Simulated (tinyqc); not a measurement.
# Five-frequency model of solute diffusion by vacancies in an fcc metal, step by step

A worked calculation. Computed by tinyqc, a small Python program that keeps every step. Command: `OMP_NUM_THREADS=1 python tinyqc.py 3014716 3014717 out.jsonl fivefreq walk`. One thread of a shared host (Intel(R) Xeon(R) Processor @ 2.30GHz), about 0.05 s of CPU time with the checks. Intermediate numbers are printed to about 6 digits and carried at full precision; extremes and crossings named in words are read from the listed rows.

A vacancy next to the solute exchanges with it (w2), jumps to one of 4 sites that also neighbour the solute (w1) or to one of 7 that do not (w3); w4 is the reverse of w3 and w0 the host jump.

Inputs (values chosen for the exercise, for a model solute in a host close to nickel):
```
quantity,value,unit
barrier E0 (host jump),1.02,eV
barrier E1 (vacancy circles the solute),1.17,eV
barrier E2 (exchange),0.959,eV
barrier E3 (dissociation),1.07,eV
binding energy E_b (positive for attraction),0.14,eV
vacancy formation energy E_f,1.75,eV
formation entropy S_f,2.1,k_B
attempt frequency nu,7.8,THz
lattice constant a,3.52,angstrom
temperature T,928,K
```

Constants: k_B = 8.617333262e-05 eV/K.

## Jump rates

w_i = nu exp(-E_i/(k_B T)); detailed balance gives E4 = E3 - E_b.

rates (1/s): w0 2.25260e+07, w1 3.45195e+06, w2 4.83016e+07, w3 1.20543e+07, w4 6.94152e+07

## Correlation factor

Manning: with y = w4/w0, 7F = 7 - (10 y^4 + 180.5 y^3 + 927 y^2 + 1341 y)/(2 y^4 + 40.2 y^3 + 254 y^2 + 597 y + 436); f2 = (2 w1 + 7F w3)/(2 w2 + 2 w1 + 7F w3). The mean cosine between successive solute jumps follows from f2 = (1 + c)/(1 - c).

y = w4/w0 = 3.08157

7F = 3.83693

correlation factor f2 = 0.354941

mean cosine c = -0.476079

For a tracer of the host all rates are equal and f = 0.7815; here f2 is below that.

## Diffusivities

c_v = exp(S_f - E_f/(k_B T)); host D0 = a^2 c_v w0 x 0.7815; solute D2 = a^2 c_v exp(E_b/(k_B T)) w2 f2; 1 angstrom^2 = 1e-16 cm^2.

vacancy fraction c_v = 2.55933e-09

host diffusivity D0 = 5.58244e-17 cm^2/s

solute diffusivity D2 = 3.13070e-16 cm^2/s

ratio D2/D0 = 5.60812

The ratio splits into binding 5.76, exchange rate 2.14 and correlation 0.454.

## Solute against host over temperature

The formulas are those given above.

Diffusion:
```
T (K),f2,D0 (cm^2/s),D2 (cm^2/s),D2/D0
603,0.172222,4.35419e-25,4.59191e-24,10.5459
696,0.230994,5.39995e-22,4.55527e-21,8.4358
789,0.285221,1.24914e-19,8.76515e-19,7.0170
928,0.354941,5.58244e-17,3.13070e-16,5.6081
1070,0.412531,5.53637e-15,2.58510e-14,4.6693
1210,0.458058,1.78971e-13,7.21043e-13,4.0288
1350,0.494821,2.81351e-12,1.00262e-11,3.5636
```

The apparent activation energy of D2 is 2.683 eV between the coldest rows and 2.647 eV between the hottest; without correlation it would be E_f - E_b + E2 = 2.569 eV, and the host has 2.770 eV.

Checks made by the program: Manning formula against a solved vacancy walk within 5 nearest-neighbour distances (relative difference 8e-03).
